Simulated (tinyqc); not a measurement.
Junctionless gate-all-around wire, depletion approximation: course of the iteration: conducting share at the source by Newton steps.

A uniformly doped n-type wire of radius R under a surrounding gate; long channel. Below flat band a shell from radius rc to R is fully depleted and the neutral core, at channel potential V (0 at the source, Vd at the drain), carries the current with constant mobility; s = (rc/R)^2 is the share of the cross-section that conducts. The edge of the depleted shell is taken as abrupt, so there is no subthreshold current.

With V = 0: f = A (1 - s + s ln s) + B (1 - s) - (Vfb - Vg); f' = A ln s - B; s(new) = s - f/f'.

Stop when s changes by less than 1e-11, or after 30 iterations. s must stay positive.

Inputs (values chosen for the exercise):
```
symbol  value  unit            meaning
Vfb         1     V  flat-band voltage
Vg       0.89     V       gate voltage
```

s at the start = 1
A = 0.145488 V
B = 0.0841990 V

Course of the iteration:

| iteration | s | \|change\| |
|---|---|---|
| 1 | -0.306429 | 1.31 |

Did this iteration meet its convergence test, and what does its course show?

No. Stopped after 1 iteration(s) without a result. The last step lands on s = -0.3064, below zero, where ln s is not defined: f is flatter at the start than near the root, so the tangent reaches too far. A rerun with the start s = 0.2 converges in 5 iterations.

tinyqc, about 0.01 s, one thread, Intel Xeon 2.30GHz (shared host): `OMP_NUM_THREADS=1 python tinyqc.py 2460035 2460036 out.jsonl`
